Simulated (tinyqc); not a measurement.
# From one set of inputs to another, one input at a time

Model: straight dislocations in isotropic elasticity: fields, energies, partials, Peierls stress and walls. Computed by tinyqc, a small Python program. Command: `OMP_NUM_THREADS=1 python tinyqc.py 3019682 3019683 out.jsonl disloc ladder`. One thread of a shared host (Intel(R) Xeon(R) Processor @ 2.30GHz), about 0.01 s of CPU time with the checks.

The line runs along z, the glide plane is y = 0, and beta is the angle between b and the line (0 screw, 90 degrees edge): b_e = b sin(beta) along +x with the extra half plane at y > 0, b_s = b cos(beta). Stress is positive in tension.

The inputs printed are set A. Set A is modelled on germanium; the values taken over come from a set modelled on gold. Inputs not listed in the table keep their values of set A, so the rows need not describe a real material.

Inputs (values chosen for the exercise, modelled on germanium):

| quantity | value | unit |
|---|---|---|
| shear modulus G | 56.5 | GPa |
| Poisson ratio nu | 0.201 | - |
| Burgers vector b | 4 | angstrom |
| dislocation density rho | 1.1e+11 | 1/m^2 |
| core radius r0/b | 1 | - |
| unstable fault energy gamma_us | 1920 | mJ/m^2 |
| source length l | 58 | nm |

Character: screw.

Constants: 1 eV/angstrom^3 = 160.2176634 GPa.

Method:
- Energy factor K = G [cos^2(beta) + sin^2(beta)/(1 - nu)].
- E = K b^2/(4 pi) ln(R/r0) with R = 1/(2 sqrt(rho)); tension T = E + d^2E/d(beta)^2 = G b^2 [1 + nu - 3 nu sin^2(beta)]/(4 pi (1 - nu)) ln(R/r0). The core energy is taken into r0.
- Misfit energy gamma(u) = (gamma_us/2)(1 - cos(2 pi u/b)), so the largest restoring stress is tau_max = pi gamma_us/b; u(x) = b/2 + (b/pi) arctan(x/zeta), zeta = K b/(4 pi tau_max). Summing the misfit energy over atomic rows a' apart gives, for a wide core, W_P = (K b^2/pi) exp(-2 pi zeta/a') and sigma_P = (K b/a') exp(-2 pi zeta/a'); a' = b/2 for edge and 30-degree lines, b sqrt(3)/2 for screw and 60-degree lines.
- Frank-Read source, averaged over the loop: tau = G b/(2 pi l) [(1 - nu/2)/(1 - nu)] ln(l/r0). Taylor hardening: tau = 0.3 G b sqrt(rho).

Each row keeps all changes above it:

| input moved | from | to | Frank-Read stress (MPa) | Taylor stress (MPa) | half width zeta (angstrom) |
|---|---|---|---|---|---|
| set A | - | - | 347.5 | 2.25 | 1.193 |
| source length l (nm) | 58 | 2200 | 15.9 | 2.25 | 1.193 |
| core radius r0/b | 1 | 1.5 | 15.1 | 2.25 | 1.193 |
| shear modulus G (GPa) | 56.5 | 27.9 | 7.5 | 1.11 | 0.589 |
| Burgers vector b (angstrom) | 4 | 2.884 | 5.6 | 0.80 | 0.306 |
| unstable fault energy gamma_us (mJ/m^2) | 1920 | 246 | 5.6 | 0.80 | 2.389 |
| dislocation density rho (1/m^2) | 1.1e+11 | 2e+14 | 5.6 | 34.14 | 2.389 |
| Poisson ratio nu | 0.201 | 0.422 | 6.8 | 34.14 | 2.389 |

Frank-Read stress goes from 347 to 6.78, a factor 0.0195 in all. The largest single move comes from source length l (a factor 0.0456). Taylor stress goes from 2.25 to 34.1, a factor 15.2 in all. The largest single move comes from dislocation density rho (a factor 42.6), and shear modulus G works against it (a factor 0.494). Half width zeta goes from 1.19 to 2.39, a factor 2.00 in all. The largest single move comes from unstable fault energy gamma_us (a factor 7.80), and shear modulus G works against it (a factor 0.494). The single moves hold for this order of the switches; the total does not depend on the order.

Caution (rows set A, source length l, core radius r0/b, shear modulus G, Burgers vector b): for a core this narrow higher harmonics of the row sum matter and the wide-core formula is rough. Caution (all rows): in covalent crystals lines are dissociated and reconstructed and move by kinks, so this sinusoidal model gives only the trend. Caution (all rows): in covalent crystals the flow stress is largely set by thermally activated glide over the Peierls barrier, which the source and Taylor stresses leave out. Caution (rows dislocation density rho, Poisson ratio nu): the source is longer than the mean dislocation spacing 1/sqrt(rho), so the forest would pin it into shorter segments and its stress is only formal.

Extremes, crossings and ranges named in words are read from the listed rows.
